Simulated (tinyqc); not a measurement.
# Which input was changed?

Model: Heisenberg spin cluster by exact diagonalisation: multiplets, susceptibility, level crossings. Computed by tinyqc, a small Python program. Command: `OMP_NUM_THREADS=1 python tinyqc.py 3003735 3003736 out.jsonl spincl which`. One thread of a shared host (Intel(R) Xeon(R) Processor @ 2.30GHz), about 0.06 s of CPU time with the checks.

H = J1 sum S_i.S_j over the bonds 1-2, 3-4 + J2 sum over 2-3 - g mu_B B S_z; J > 0 is antiferromagnetic.

Inputs (values chosen for the exercise, for a model cluster):
```
quantity,value,unit
exchange J1,-0.487,meV
exchange J2,0.44,meV
g factor,1.95,-
temperature T,7.2,K
field B,0.56,T
```

Cluster: chain of four, J1 outer bonds and J2 in the middle. Spin s of each site: 1.

Constants: k_B = 8.617333262e-05 eV/K; mu_B = 5.7883818060e-05 eV/T.

Method:
- Every multiplet has one member in the block S_z = 0; diagonalise it and read the total spin from <S^2> = S (S + 1).
- Z = sum k (2S + 1) exp(-E/(k_B T)) over the table, k the number of multiplets; <S^2> likewise with the factor S (S + 1); chi T = N_A g^2 mu_B^2 <S^2>/(3 k_B) = 0.125049 g^2 <S^2> cm^3 K/mol (cgs, per mole of clusters); C = (<E^2> - <E>^2)/(k_B T)^2; entropy = ln Z + <E>/(k_B T).
- Each multiplet splits as E - g mu_B B m; <S_z> is the Boltzmann mean. The first level crossing is at the smallest (E_S - E_0)/(g mu_B (S - S_0)) over higher spins (0 if the ground state has the highest spin).

Problem. One of these inputs alone was changed, within the range given: exchange J2 (0.22 to 0.88); g factor (1.5 to 3); temperature T (3.6 to 14.4); field B (0.28 to 1.12). Which one, and to what value?

Results:
```
run,<S_z>,chi T (cm^3 K/mol),ground energy (meV)
before,0.2534460,3.552357,-1.668313
after,0.2998861,3.216359,-1.668313
```

Solution.

Each candidate set to reproduce <S_z>, and what it then gives:
```
candidate,range searched,value needed,chi T (cm^3 K/mol),ground energy (meV)
exchange J2 (meV),0.22 to 0.88,0.2525,4.2069,-1.3649
g factor,1.5 to 3,2.308,4.9775,-1.6683
temperature T (K),3.6 to 14.4,5.510,3.2164,-1.6683
field B (T),0.28 to 1.12,0.6629,3.5524,-1.6683
```

Only temperature T fits every result: it went from 7.2 to 5.51 K. The next best candidate, field B, misses one result by 10 %.
